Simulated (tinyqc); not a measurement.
Worked calculation: extended Hueckel theory, for H4-. The parameters take no account of the charge, which enters only through the electron count, and nothing here shows that the anion is bound. One step of it, computed by the program tinyqc.

Problem. Mulliken analysis. P = C n C^T; charge = valence electrons (H 1) minus the sum of (P S)_ii on the atom; overlap population = 2 sum P_ij S_ij between two atoms.

coefficients, order 1H 1s, 2H 1s, 3H 1s, 4H 1s:
$$\begin{pmatrix}
0.296394 & 0.544041 & 0.792071 & -0.715386 \\
0.405101 & 0.331505 & -0.579521 & 1.174036 \\
0.405101 & -0.331505 & -0.579521 & -1.174036 \\
0.296394 & -0.544041 & 0.792071 & 0.715386
\end{pmatrix}$$

occupations: [2.000000, 2.000000, 1.000000, 0.000000]

overlap S, order 1H 1s, 2H 1s, 3H 1s, 4H 1s:
$$\begin{pmatrix}
1.000000 & 0.564091 & 0.134236 & 0.030025 \\
0.564091 & 1.000000 & 0.473541 & 0.134236 \\
0.134236 & 0.473541 & 1.000000 & 0.564091 \\
0.030025 & 0.134236 & 0.564091 & 1.000000
\end{pmatrix}$$

Give: charges; Overlap populations.

Solution.

charges: 1H -0.4036, 2H -0.0964, 3H -0.0964, 4H -0.4036

Overlap populations:
```
pair      value
2-1    0.160001
3-1   -0.155603
3-2    0.420757
4-1    0.012677
4-2   -0.155603
4-3    0.160001
```
